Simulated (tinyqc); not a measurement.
# Changing the background C_B

Model: sheet resistance of a shallow doped layer with concentration-dependent mobility and limited activation. Computed by tinyqc, a small Python program. Command: `OMP_NUM_THREADS=1 python tinyqc.py 3026208 3026209 out.jsonl irvin sweep`. One thread of a shared host (Intel(R) Xeon(R) Processor @ 2.30GHz), about 0.02 s of CPU time with the checks.

A layer of one dopant lies in a background of the opposite type. Current flows parallel to the surface down to the junction; depletion is ignored.

Inputs (values chosen for the exercise, modelled on boron in silicon):

| quantity | value | unit |
|---|---|---|
| surface concentration C_s | 3.2e+20 | 1/cm^3 |
| length l | 56 | nm |
| mobility floor mu_min | 51.4 | cm^2/(V s) |
| mobility mu_max | 465 | cm^2/(V s) |
| reference density N_r | 1.71e+17 | 1/cm^3 |
| exponent alpha | 0.71 | - |
| prefactor of the active limit | 7.8e+22 | 1/cm^3 |
| energy of the active limit | 0.731 | eV |
| anneal temperature T | 950 | C |

Profile: Gaussian.

Constants: k_B = 8.617333262e-05 eV/K; e = 1.602176634e-19 C.

Method:
- C(x) = C_s exp(-x^2/(2 l^2)).
- Temperatures in kelvin are T(C) + 273.15.
- Active limit C_a = prefactor x exp(-energy/(k_B T)); the junction lies where C = C_B, and the profile exceeds C_a down to x_a (zero if C_s is below C_a). Slope at the junction in nm per decade = ln(10) C/|dC/dx|.
- Active density N = min(C, C_a); carriers n = N - C_B; mobility mu = mu_min + (mu_max - mu_min)/(1 + ((N + C_B)/N_r)^alpha).
- Integrals from 0 to x_j, where C = C_B (Gauss-Legendre, 60 points on each smooth piece; 1 nm = 1e-7 cm): dose int C dx, carriers int n dx, mean mobility int n mu dx/int n dx, R_s = 1/(e int n mu dx).

One run for each value:

| background C_B (1/cm^3) | junction depth x_j (nm) | sheet resistance R_s (ohm/square) | mean mobility (cm^2/(V s)) | abruptness at the junction (nm/decade) |
|---|---|---|---|---|
| 1.00e+14 | 306.51 | 115.98 | 58.334 | 23.559 |
| 4.00e+14 | 291.98 | 115.98 | 58.333 | 24.731 |
| 2.00e+15 | 274.15 | 116.00 | 58.327 | 26.339 |
| 7.00e+15 | 259.42 | 116.04 | 58.314 | 27.835 |
| 3.00e+16 | 241.19 | 116.20 | 58.269 | 29.939 |
| 1.00e+17 | 224.99 | 116.58 | 58.180 | 32.094 |
| 6.00e+17 | 198.45 | 118.52 | 57.883 | 36.386 |
| 2.00e+18 | 178.41 | 122.82 | 57.509 | 40.473 |
| 1.00e+19 | 147.44 | 145.69 | 56.661 | 48.977 |

What does the table show, and why?

Over the rows, junction depth x_j (nm) falls from 307 to 147 (exponent d ln y / d ln x -0.035 between the first rows and -0.12 between the last); sheet resistance R_s (ohm/square) rises from 116 to 146; mean mobility (cm^2/(V s)) falls from 58.3 to 56.7. A heavier background makes the junction shallower, removes carriers and adds scattering centres.
